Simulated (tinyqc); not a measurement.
Inside a calculation. Method: extended Hueckel theory, for H3+. The parameters take no account of the charge, which enters only through the electron count. One step of it, computed by the program tinyqc.

Question. Mulliken analysis. P = C n C^T; charge = valence electrons (H 1) minus the sum of (P S)_ii on the atom; overlap population = 2 sum P_ij S_ij between two atoms.

coefficients:
```
            MO1        MO2        MO3
1H 1s  0.461511  -0.078875   1.200911
2H 1s  0.410536  -0.766510  -0.803623
3H 1s  0.388693   0.903236  -0.577107
```

occupations: 2.000000  0.000000  0.000000

overlap S, lower triangle:
```
          1H 1s     2H 1s     3H 1s
1H 1s  1.000000
2H 1s  0.533674  1.000000
3H 1s  0.478264  0.293193  1.000000
```

Give: charges; Overlap populations.

Answer.

charges: 1H 0.2002, 2H 0.3671, 3H 0.4327

Overlap populations:
```
pair     value
2-1   0.404454
3-1   0.343176
3-2   0.187142
```
